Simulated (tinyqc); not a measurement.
Landau-Devonshire theory of a uniaxial ferroelectric: one step, computed by the program tinyqc. Command: `OMP_NUM_THREADS=1 python tinyqc.py 3011871 3011872 out.jsonl ferro walk`. One thread of a shared host (Intel(R) Xeon(R) Processor @ 2.30GHz), about 0.01 s of CPU time with the checks.

G(P) = (alpha/2) P^2 + (beta*/4) P^4 + (gamma/6) P^6 - E P per volume, SI units, one domain, P along the polar axis, which is normal to the film.

Question. Coefficients at T. alpha = alpha_0 (T - T0*), with clamping: T0* = T0 + 4 Q12 u_m/(alpha_0 (s11 + s12)), beta* = beta + 4 Q12^2/(s11 + s12).

Inputs (values chosen for the exercise, modelled on lead titanate):
```
quantity                        value         unit
alpha_0                        753000  J m/(C^2 K)
Curie-Weiss temperature T0        752            K
beta                        -2.76e+08    J m^5/C^4
temperature T                     555            K
misfit strain u_m              -0.013            -
electrostriction Q12           -0.026      m^4/C^2
compliance s11 + s12          5.5e-12        m^2/N
```

Sample: epitaxial film.

Give: T0*; alpha; beta*.

Answer.

T0* = 1078 K

alpha = -3.942e+08 J m/C^2

beta* = 2.156e+08 J m^5/C^4

Compression raises T0 by 326 K. beta* > 0: the transition is of second order, although the free crystal has a first-order one.
